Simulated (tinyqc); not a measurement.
Inside a calculation: six-band Luttinger-Kohn model with strain. Values are carried at full precision from step to step, so a last printed digit may differ when a step is redone from the rounded ones.

Constants: hbar^2/2m0 = 3.80998211 eV angstrom^2.

Parameters, chosen for this exercise (near those of Si; the results hold for these values, not for the real material):
- C11 = 174.1 GPa
- C12 = 63.7 GPa
- C44 = 76.8 GPa
- load = uniaxial [001] (kind of stress)
- X = -1.16 GPa (stress)
- Dso = 0.043 eV (spin-orbit splitting)
- g1 = 4.31 (Luttinger gamma1)
- g2 = 0.34 (gamma2)
- g3 = 1.45 (gamma3)
- av = 2.54 eV (valence hydrostatic potential)
- b = -2.2 eV (tetragonal shear potential)
- d = -4.9 eV (trigonal shear potential)
- k = (0.014, 0.001, 0.051) 1/angstrom (wave vector)
- kmax = 0.08 1/angstrom (end of the path)

## Strain from a uniaxial [001] stress

s11 = (C11 + C12)/((C11 - C12)(C11 + 2 C12)), s12 = -C12/((C11 - C12)(C11 + 2 C12)), s44 = 1/C44; exx = s11 sxx + s12 (syy + szz) and cyclic, exy = s44 sxy/2; tension is positive. A uniaxial stress X along the unit vector n is s_ij = X n_i n_j.

s11, s12, s44 (1/TPa): 7.1442  -1.9137  13.0208

strain tensor:
```
          x         y          z
x  0.002220  0.000000   0.000000
y  0.000000  0.002220   0.000000
z  0.000000  0.000000  -0.008287
```

The volume changes by -0.385 %; there is no shear in the cubic axes, so d does not enter.

## The terms P, Q, R, S at one k

P = c g1 k^2 - av tr(e); Q = c g2 (kx^2 + ky^2 - 2 kz^2) - (b/2)(exx + eyy - 2 ezz); R = c sqrt3 [-g2 (kx^2 - ky^2) + 2i g3 kx ky] + (sqrt3/2) b (exx - eyy) - i d exy; S = 2 c sqrt3 g3 (kx - i ky) kz - d (exz - i eyz); c = hbar^2/2m0, e the strain tensor (not engineering shear).

Form the four terms.

Terms (eV):
```
term             from k  from strain
P               0.04595      0.00977
Q              -0.00648      0.02312
R     -0.00044+0.00027i      0.00000
S      0.01366-0.00098i      0.00000
```

## The Hamiltonian

Six-band Luttinger-Kohn model in the basis |3/2,3/2>, |3/2,1/2>, |3/2,-1/2>, |3/2,-3/2>, |1/2,1/2>, |1/2,-1/2>, electron energies, zero at the top of the unstrained valence band. H = -[rows: (P+Q, -S, R, 0, -S/r2, r2 R); (-S*, P-Q, 0, R, -r2 Q, r32 S); (R*, 0, P-Q, S, r32 S*, r2 Q); (0, R*, S*, P+Q, -r2 R*, -S*/r2); (-S*/r2, -r2 Q, r32 S, -r2 R, P+Dso, 0); (r2 R*, r32 S*, r2 Q, -S/r2, 0, P+Dso)], r2 = sqrt(2), r32 = sqrt(3/2). Levels are twofold.

Each term is the sum of its two parts.

H(k) (eV), lower triangle (Hermitian):
```
                 3/2,3/2          3/2,1/2         3/2,-1/2         3/2,-3/2  1/2,1/2  1/2,-1/2
3/2,3/2          -0.0724
3/2,1/2   0.0137+0.0010i          -0.0391
3/2,-1/2  0.0004+0.0003i                0          -0.0391
3/2,-3/2               0   0.0004+0.0003i  -0.0137-0.0010i          -0.0724
1/2,1/2   0.0097+0.0007i           0.0235  -0.0167+0.0012i  -0.0006+0.0004i  -0.0987
1/2,-1/2  0.0006+0.0004i  -0.0167-0.0012i          -0.0235   0.0097-0.0007i        0   -0.0987
```

## Levels and their make-up

Diagonalise H. The weights add +m and -m and are averaged over each pair; m is taken along z.

levels from the top, each twofold (eV): -0.0224  -0.0762  -0.1115

weights:
```
               top  second  third
|3/2,+-3/2>  0.091   0.881  0.028
|3/2,+-1/2>  0.775   0.096  0.129
|1/2,+-1/2>  0.134   0.023  0.843
```

The top pair is 78 % |3/2,+-1/2>, the second pair is 88 % |3/2,+-3/2> and the third pair is 84 % |1/2,+-1/2>.

## Band edges at k = 0
Diagonalise H at k = 0. The weights add +m and -m (m along z) and are averaged over each pair.

edges from the top (eV): 0.0268  -0.0329  -0.0662

weights at k = 0:
```
               top  second  third
|3/2,+-3/2>  0.000   1.000  0.000
|3/2,+-1/2>  0.856   0.000  0.144
|1/2,+-1/2>  0.144   0.000  0.856
```

The stress splits the top two pairs by 59.7 meV, 2.31 times kT at 300 K (25.85 meV); the third lies 93.0 meV below the top, against Dso = 43 meV without stress.

## The edges in closed form

With R = S = 0: P = -av tr(e), Q = -(b/2)(exx + eyy - 2 ezz), W = sqrt(Dso^2 + 2 Dso Q + 9 Q^2); E(HH) = -P - Q, E(LH) and E(SO) = -P + (Q - Dso +/- W)/2. Without the coupling to the split-off band E(LH) = -P + Q.

P = 0.00977 eV
Q = 0.02312 eV
W = 0.09298 eV

E(HH), E(LH), E(SO) (eV): -0.0329  0.0268  -0.0662

E(LH) without the coupling = 0.0133 eV

The light-hole edge is on top. The coupling raises the light-hole edge by 13.4 meV; to lowest order it is 2 Q^2/Dso = 24.9 meV, with |Q|/Dso = 0.54.

## Hole masses at the edges

Curvature at k = 0: m/m0 = -2 c h^2/(E(h u) + E(-h u) - 2 E(0)) with h = 0.0002 1/angstrom along the unit vector u.

Hole masses (m0):
```
direction    top  second  third
[110]      0.272   0.215  0.217
[1-10]     0.272   0.215  0.217
[100]      0.272   0.215  0.217
[001]      0.180   0.275  0.268
```

Of the directions listed, the top pair is lightest along [001] (0.180) and heaviest along [110], [1-10] and [100] (0.272). These masses hold only for hole energies well below the splitting of 60 meV.

## Bands along [100] and [001]

Six points from 0 to kmax in each direction.

Levels (eV):
```
direction  |k| (1/angstrom)      top   second    third  top, no stress  second, no stress
[100]                 0.000   0.0268  -0.0329  -0.0662          0.0000             0.0000
[100]                 0.016   0.0232  -0.0374  -0.0707         -0.0035            -0.0048
[100]                 0.032   0.0124  -0.0506  -0.0846         -0.0142            -0.0191
[100]                 0.048  -0.0054  -0.0716  -0.1088         -0.0319            -0.0420
[100]                 0.064  -0.0304  -0.0993  -0.1444         -0.0566            -0.0720
[100]                 0.080  -0.0625  -0.1333  -0.1918         -0.0885            -0.1080
[001]                 0.000   0.0268  -0.0329  -0.0662          0.0000             0.0000
[001]                 0.016   0.0213  -0.0364  -0.0698         -0.0035            -0.0048
[001]                 0.032   0.0051  -0.0471  -0.0808         -0.0142            -0.0191
[001]                 0.048  -0.0219  -0.0648  -0.0992         -0.0319            -0.0420
[001]                 0.064  -0.0594  -0.0895  -0.1252         -0.0566            -0.0720
[001]                 0.080  -0.1067  -0.1214  -0.1595         -0.0885            -0.1080
```

## Checks

- Levels against the same model in the basis X, Y, Z times spin: they agree to 1e-10 or better.
- Closed-form edges against the diagonalisation: they agree to 1e-10 or better.

Computed by tinyqc, a small Python program: `OMP_NUM_THREADS=1 python tinyqc.py 1051499 1051500 out.jsonl` (the numbers bound the seed that draws the inputs); one thread of a shared host (Intel(R) Xeon(R) Processor @ 2.30GHz), about 0.06 s for the whole set of steps.
